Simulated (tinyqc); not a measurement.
# Resistance of a source-drain extension with a graded tip: effects of single changes

y runs along the channel, the gate covers y > 0. The doping is N0 for y < y0 and N0 10^(-(y - y0)/la) beyond, uniform over the depth xj. Sheet conductance s(y) = q mu(N) max(N - Nch, 0) xj + (for y > 0) ma Cox Vo, with mu(N) = u0 + (u1 - u0)/(1 + (N/Nr)^au) and Cox = eps0 eox/tox. Current is taken as one-dimensional; depletion of the tip, spreading and the contact are left out. The metallurgical junction lies at yj, where N = Nch.

Inputs (values chosen for the exercise); mobility law close to that of holes in silicon: relative permittivity of the gate insulator (close to silicon dioxide) eox = 3.9; insulator thickness tox = 3 nm; active doping of the extension far from the gate N0 = 7.5e19 cm^-3; lateral abruptness la = 2.9 nm/decade; position under the gate where the fall begins (gate edge at 0) y0 = 2.3 nm; depth of the extension xj = 19 nm; channel doping Nch = 1.3e18 cm^-3; spacer length Ls = 22 nm; gate overdrive Vo = 0.74 V; mobility of the gate-induced layer ma = 40 cm^2/(V s); mobility at low doping u1 = 470.5 cm^2/(V s); mobility at high doping u0 = 44.9 cm^2/(V s); reference doping Nr = 2.23e17 cm^-3; exponent au = 0.719; gate length Lg = 90 nm.

Constants: q = 1.602176634e-19 C, eps0 = 8.8541878128e-14 F/cm where lengths are in cm. Results are converted to the units shown.

Each table varies one quantity; the others keep the values above.

## Abruptness at a fixed junction position

R_spacer = integral of dy/s from -Ls to 0, R_ov from 0 to yj, R_channel = (Lg - 2 yj)/(ma Cox Vo), R_total = 2 R_spacer + 2 R_ov + R_channel. Electrical length L_eff = ma Cox dR_total/d(1/Vo); R_series = R_total - L_eff/(ma Cox Vo). y0 is moved with la so that yj stays at 7.4072 nm.

The same in every row: yj (nm) = 7.407; R_channel (ohm um) = 2207.

Results:
```
la (nm/decade)  R_spacer (ohm um)  R_ov (ohm um)  R_total (ohm um)  L_eff (nm)  R_series (ohm um)
1                           19.12          17.20              2279       75.58              61.13
2.3                         19.12          31.42              2308       76.07              75.10
4.9                         19.46          59.57              2365       77.06              103.1
6.1                         21.66          70.71              2391       77.50              116.8
7.4                         26.21          80.96              2421       77.96              133.0
8.7                         32.73          89.70              2452       78.39              150.8
10                          40.95          97.25              2483       78.80              170.4
```

Estimate the missing row, la = 3.6 nm/decade.

Computed row:
```
la (nm/decade)  R_spacer (ohm um)  R_ov (ohm um)  R_total (ohm um)  L_eff (nm)  R_series (ohm um)
3.6                         19.12          45.65              2336       76.56              89.08
```

With this row back in the table: As la goes from 1 to 10 nm/decade, R_total rises from 2280 to 2480 ohm um, R_spacer rises from 19.1 to 41.0 ohm um and R_ov rises from 17.2 to 97.2 ohm um. R_total changes on average by 22.6 ohm um for each nm/decade. L_eff exceeds the metallurgical length by 0.392 nm in the first row and 3.61 nm in the last, since the gate also controls the lightly doped tips.

## Effect of the gate overdrive

Same model as above.

The same in every row: yj (nm) = 7.407; R_spacer (ohm um) = 19.12.

Effect of the gate overdrive:
```
Vo (V)  R_ov (ohm um)  R_channel (ohm um)  R_total (ohm um)  L_eff (nm)  R_series (ohm um)
0.15            67.83             1.089e4           1.106e4       75.47              132.8
0.3             54.06                5443              5590       75.71              108.2
0.45            46.54                3629              3760       75.93              95.36
0.6             41.49                2722              2843       76.13              87.10
0.75            37.77                2177              2291       76.31              81.21
0.9             34.86                1814              1922       76.48              76.74
1.05            32.50                1555              1658       76.64              73.20
1.2             30.53                1361              1460       76.79              70.31
```

What does the table show?

As Vo goes from 0.15 to 1.2, R_total falls from 11100 to 1460 ohm um, L_eff rises from 75.5 to 76.8 nm and R_series falls from 133 to 70.3 ohm um. Both extracted quantities depend on the overdrive at which they are taken.

Numbers from tinyqc (`OMP_NUM_THREADS=1 python tinyqc.py 2282209 2282210 out.jsonl`; about 0.05 s on one thread of a shared Intel Xeon 2.30GHz).
